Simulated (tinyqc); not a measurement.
Atomic layer deposition: Langmuir saturation, growth per cycle and coating of deep features: one step, computed by the program tinyqc.

Precursor A sticks only on free sites, so a long enough pulse saturates; co-reactant B then frees the sites again.

Task: Flux and saturation time. Wall flux F = p/sqrt(2 pi M k_B T); rate of filling k_a = beta F/q; desorption k_d = 1e13 exp(-E_d/(k_B T)) per second. 1/m^2 = 1e-18/nm^2. Temperatures in kelvin are T(C) + 273.15.

Inputs (values chosen for the exercise, modelled on aluminium oxide from trimethylaluminium and water):

| quantity | value | unit |
|---|---|---|
| precursor mass M | 72 | u |
| site density q | 4.6 | 1/nm^2 |
| sticking probability beta on free sites | 0.02 | - |
| precursor pressure p | 1.5 | Pa |
| temperature T | 225 | C |
| desorption energy E_d | 1.79 | eV |

Constants: u = 1.6605390666e-27 kg; k_B = 1.380649e-23 J/K; k_B = 8.617333262e-05 eV/K.

Give: flux F; k_a; k_d; time to 99 % without desorption, ln(100)/k_a.

Result:

flux F = 20868 1/(nm^2 s)

k_a = 90.73 1/s

k_d = 7.773e-06 1/s

time to 99 % without desorption, ln(100)/k_a = 0.05076 s
